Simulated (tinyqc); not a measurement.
One anharmonic mode: perturbation theory, self-consistent phonons and exact levels: one step, computed by the program tinyqc. Command: `OMP_NUM_THREADS=1 python tinyqc.py 3013114 3013115 out.jsonl scp walk`. One thread of a shared host (Intel(R) Xeon(R) Processor @ 2.30GHz), about 0.04 s of CPU time with the checks.

V(x) = k x^2/2 + b x^4 for one coordinate x of mass M. A constant K > 0 gives hbar Omega = sqrt((hbar^2/u) K/M) with K in eV/angstrom^2 and M in u.

Question. Self-consistent results. Self-consistent phonon, centred at x = 0: K = k + 12 b <x^2>, <x^2> = (hbar Omega/(2K)) coth(hbar Omega/(2 k_B T)). Its free energy is F = k_B T ln[2 sinh(hbar Omega/(2 k_B T))] + (k - K)<x^2>/2 + 3 b <x^2>^2, an upper bound to the exact one.

Inputs (values chosen for the exercise, for a model mode):
```
quantity             value           unit
mode mass M           38.2              u
harmonic constant k  -4.83  eV/angstrom^2
quartic constant b     376  eV/angstrom^4
temperature T           59              K
```

Shape: double well.

self-consistent K = 5.448093 eV/angstrom^2

Constants: hbar^2/u = 4.18015928e-03 eV angstrom^2; k_B = 8.617333262e-05 eV/K.

Give: self-consistent quantum; self-consistent <x^2>; self-consistent free energy.

Answer.

self-consistent quantum = 24.417 meV

self-consistent <x^2> = 0.0022779 angstrom^2

self-consistent free energy = 6.3132 meV
